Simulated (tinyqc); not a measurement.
Worked calculation: coupled-perturbed Hartree-Fock on RHF in the sto-6g basis, for BeH2, spin multiplicity 1. One step of it, computed by the program tinyqc.

Problem. Integrals over molecular orbitals. (pq|rs) = sum C_ip C_jq C_kr C_ls (ij|kl), one index at a time.

coefficients C:
```
               MO1        MO2        MO3       MO4        MO5        MO6        MO7
1Be 1s    0.994642  -0.209215   0.030205  0.000000   0.000000  -0.208328  -0.006616
1Be 2s    0.021447   0.552966  -0.090666  0.000000   0.000000   1.190069   0.086717
1Be 2px   0.000000   0.000000   0.000000  0.992209  -0.124583   0.000000   0.000000
1Be 2py   0.000079   0.075433   0.493670  0.000000   0.000000  -0.040828   1.400429
1Be 2pz   0.000000   0.000000   0.000000  0.124583   0.992209   0.000000   0.000000
2H 1s    -0.002068   0.455532   0.344193  0.000000   0.000000  -0.768148  -1.043577
3H 1s    -0.002249   0.329778  -0.469665  0.000000   0.000000  -0.821377   0.930795
```

core Hamiltonian H = T + V (hartree):
```
            1Be 1s     1Be 2s    1Be 2px    1Be 2py    1Be 2pz      2H 1s      3H 1s
1Be 1s   -8.714683  -2.053927   0.000000  -0.001480   0.000000  -0.576078  -0.507170
1Be 2s   -2.053927  -2.803254   0.000000  -0.006748   0.000000  -1.276971  -1.195420
1Be 2px   0.000000   0.000000  -2.287528   0.000000   0.000000   0.000000   0.000000
1Be 2py  -0.001480  -0.006748   0.000000  -2.510981   0.000000  -1.320016   1.260590
1Be 2pz   0.000000   0.000000   0.000000   0.000000  -2.287528   0.000000   0.000000
2H 1s    -0.576078  -1.276971   0.000000  -1.320016   0.000000  -2.220475  -0.118423
3H 1s    -0.507170  -1.195420   0.000000   1.260590   0.000000  -0.118423  -2.159702
```

Two-electron integrals (ij|kl) in chemists' order, unique and non-zero (hartree):
```
(11|11) 2.299996    (21|11) 0.361879    (21|21) 0.071926    (22|11) 0.570332
(22|21) 0.139654    (22|22) 0.417773    (31|31) 0.015252    (32|31) 0.022555
(32|32) 0.092340    (33|11) 0.570332    (33|21) 0.139654    (33|22) 0.417773
(33|33) 0.450117    (41|41) 0.015252    (42|41) 0.022555    (42|42) 0.092340
(43|43) 0.024258    (44|11) 0.570332    (44|21) 0.139654    (44|22) 0.417773
(44|33) 0.401601    (44|44) 0.450117    (51|51) 0.015252    (52|51) 0.022555
(52|52) 0.092340    (53|53) 0.024258    (54|54) 0.024258    (55|11) 0.570332
(55|21) 0.139654    (55|22) 0.417773    (55|33) 0.401601    (55|44) 0.401601
(55|55) 0.450117    (61|11) 0.103701    (61|21) 0.019986    (61|22) 0.038543
(61|33) 0.038227    (61|41) 0.001972    (61|42) 0.003785    (61|44) 0.039176
(61|55) 0.038227    (61|61) 0.005873    (62|11) 0.223796    (62|21) 0.055519
(62|22) 0.177915    (62|33) 0.171508    (62|41) 0.007770    (62|42) 0.043797
(62|44) 0.190728    (62|55) 0.171508    (62|61) 0.016967    (62|62) 0.108404
(63|31) 0.005667    (63|32) 0.024996    (63|43) 0.007830    (63|63) 0.010643
(64|11) 0.232431    (64|21) 0.058452    (64|22) 0.195962    (64|33) 0.184481
(64|41) 0.012671    (64|42) 0.068565    (64|44) 0.218923    (64|55) 0.184481
(64|61) 0.018834    (64|62) 0.136424    (64|64) 0.178341    (65|51) 0.005667
(65|52) 0.024996    (65|54) 0.007830    (65|65) 0.010643    (66|11) 0.388771
(66|21) 0.098476    (66|22) 0.350216    (66|33) 0.324912    (66|41) 0.017082
(66|42) 0.120470    (66|44) 0.400823    (66|55) 0.324912    (66|61) 0.031307
(66|62) 0.265521    (66|64) 0.356077    (66|66) 0.774999    (71|11) 0.091123
(71|21) 0.017577    (71|22) 0.033949    (71|33) 0.033669    (71|41) -0.001737
(71|42) -0.003354   (71|44) 0.034508    (71|55) 0.033669    (71|61) 0.004679
(71|62) 0.012407    (71|64) 0.012488    (71|66) 0.021588    (71|71) 0.004543
(72|11) 0.207775    (72|21) 0.051618    (72|22) 0.166796    (72|33) 0.160638
(72|41) -0.007216   (72|42) -0.041603   (72|44) 0.179111    (72|55) 0.160638
(72|61) 0.013102    (72|62) 0.055266    (72|64) 0.054805    (72|66) 0.100781
(72|71) 0.013915    (72|72) 0.097256    (73|31) 0.005116    (73|32) 0.022940
(73|43) -0.007322   (73|63) 0.004307    (73|73) 0.009216    (74|11) -0.219823
(74|21) -0.055331   (74|22) -0.186940   (74|33) -0.175966   (74|41) 0.011714
(74|42) 0.064969    (74|44) -0.208886   (74|55) -0.175966   (74|61) -0.013468
(74|62) -0.056136   (74|64) -0.053029   (74|66) -0.100163   (74|71) -0.015687
(74|72) -0.124271   (74|74) 0.164389    (75|51) 0.005116    (75|52) 0.022940
(75|54) -0.007322   (75|65) 0.004307    (75|75) 0.009216    (76|11) 0.019976
(76|21) 0.004821    (76|22) 0.014215    (76|33) 0.013944    (76|41) -0.000011
(76|42) -0.000079   (76|44) 0.014756    (76|55) 0.013944    (76|61) 0.001338
(76|62) 0.006267    (76|64) 0.007057    (76|66) 0.012932    (76|71) 0.001182
(76|72) 0.005976    (76|74) -0.006883   (76|76) 0.000495    (77|11) 0.373710
(77|21) 0.094766    (77|22) 0.341009    (77|33) 0.316357    (77|41) -0.015977
(77|42) -0.116915   (77|44) 0.390312    (77|55) 0.316357    (77|61) 0.023659
(77|62) 0.105092    (77|64) 0.102065    (77|66) 0.192038    (77|71) 0.026504
(77|72) 0.250158    (77|74) -0.339914   (77|76) 0.012932    (77|77) 0.774999
```

Give: one-electron integrals over orbitals h = C^T H C; Two-electron integrals over orbitals.

Solution.

one-electron integrals over orbitals h = C^T H C (hartree):
```
        1       2       3       4       5       6       7
1  -8.706   0.218  -0.032   0.000   0.000   0.207   0.006
2   0.218  -2.437  -0.011   0.000   0.000  -0.193  -0.043
3  -0.032  -0.011  -2.385   0.000   0.000   0.053  -0.284
4   0.000   0.000   0.000  -2.288   0.000   0.000   0.000
5   0.000   0.000   0.000   0.000  -2.288   0.000   0.000
6   0.207  -0.193   0.053   0.000   0.000  -1.935   0.004
7   0.006  -0.043  -0.284   0.000   0.000   0.004  -1.823
```

Two-electron integrals over orbitals (pq|rs), unique and non-zero (hartree):
```
(11|11) 2.281       (21|11) -0.194      (21|21) 0.026       (22|11) 0.483
(22|21) -0.005      (22|22) 0.411       (31|11) 0.028       (31|21) -2.81e-03
(31|22) 0.005       (31|31) 0.006       (32|11) -5.83e-04   (32|21) 2.62e-03
(32|22) 0.052       (32|31) 0.012       (32|32) 0.149       (33|11) 0.450
(33|21) -3.04e-03   (33|22) 0.392       (33|31) -3.40e-03   (33|32) -0.043
(33|33) 0.443       (41|41) 0.016       (42|41) 0.015       (42|42) 0.048
(43|41) -2.22e-03   (43|42) -4.87e-03   (43|43) 0.015       (44|11) 0.570
(44|21) -0.007      (44|22) 0.366       (44|31) 1.03e-03    (44|32) 2.48e-04
(44|33) 0.352       (44|44) 0.450       (51|51) 0.016       (52|51) 0.015
(52|52) 0.048       (53|51) -2.22e-03   (53|52) -4.87e-03   (53|53) 0.015
(54|54) 0.024       (55|11) 0.570       (55|21) -0.007      (55|22) 0.366
(55|31) 1.03e-03    (55|32) 2.48e-04    (55|33) 0.352       (55|44) 0.402
(55|55) 0.450       (61|11) -0.195      (61|21) 0.027       (61|22) -0.007
(61|31) -4.33e-03   (61|32) -5.17e-04   (61|33) -3.40e-03   (61|44) -4.88e-03
(61|55) -4.88e-03   (61|61) 0.028       (62|11) 0.120       (62|21) -0.007
(62|22) -0.027      (62|31) 3.23e-04    (62|32) -0.015      (62|33) -0.041
(62|44) 0.055       (62|55) 0.055       (62|61) -5.00e-03   (62|62) 0.078
(63|11) -0.028      (63|21) 8.78e-04    (63|22) -0.026      (63|31) -1.92e-03
(63|32) -0.088      (63|33) 0.035       (63|44) -0.013      (63|55) -0.013
(63|61) 1.03e-03    (63|62) -0.005      (63|63) 0.085       (64|41) 0.016
(64|42) 0.047       (64|43) -0.008      (64|64) 0.051       (65|51) 0.016
(65|52) 0.047       (65|53) -0.008      (65|65) 0.051       (66|11) 0.484
(66|21) -0.007      (66|22) 0.391       (66|31) 2.57e-04    (66|32) -0.008
(66|33) 0.407       (66|44) 0.367       (66|55) 0.367       (66|61) -0.007
(66|62) -0.030      (66|63) 0.012       (66|66) 0.410       (71|11) -0.007
(71|21) 2.76e-03    (71|22) 0.006       (71|31) 0.011       (71|32) 0.019
(71|33) -0.006      (71|44) -6.97e-05   (71|55) -6.97e-05   (71|61) 1.81e-04
(71|62) -8.63e-04   (71|63) -1.11e-03   (71|66) -1.55e-03   (71|71) 0.021
(72|11) 0.024       (72|21) -4.15e-04   (72|22) -0.017      (72|31) 3.74e-03
(72|32) -0.043      (72|33) 0.007       (72|44) 0.010       (72|55) 0.010
(72|61) -9.73e-04   (72|62) 0.021       (72|63) 0.058       (72|66) -1.78e-03
(72|71) 0.007       (72|72) 0.060       (73|11) 0.141       (73|21) -4.63e-03
(73|22) -4.50e-03   (73|31) -3.24e-04   (73|32) -1.84e-04   (73|33) -0.020
(73|44) 0.061       (73|55) 0.061       (73|61) -3.27e-03   (73|62) 0.071
(73|63) -0.021      (73|66) -0.023      (73|71) -1.73e-03   (73|72) 0.009
(73|73) 0.082       (74|41) 7.65e-04    (74|42) 4.35e-03    (74|43) 0.013
(74|64) 1.65e-03    (74|74) 0.017       (75|51) 7.65e-04    (75|52) 4.35e-03
(75|53) 0.013       (75|65) 1.65e-03    (75|75) 0.017       (76|11) -1.70e-03
(76|21) 1.86e-03    (76|22) 0.044       (76|31) 0.011       (76|32) 0.136
(76|33) -0.044      (76|44) 6.25e-04    (76|55) 6.25e-04    (76|61) -7.55e-04
(76|62) -0.012      (76|63) -0.092      (76|66) -0.011      (76|71) 0.017
(76|72) -0.054      (76|73) 2.74e-03    (76|76) 0.139       (77|11) 0.571
(77|21) -0.008      (77|22) 0.428       (77|31) 1.91e-03    (77|32) 0.015
(77|33) 0.437       (77|44) 0.389       (77|55) 0.389       (77|61) -0.008
(77|62) -0.033      (77|63) -4.48e-03   (77|66) 0.431       (77|71) 6.41e-04
(77|72) -0.010      (77|73) -0.007      (77|76) 0.010       (77|77) 0.483
```
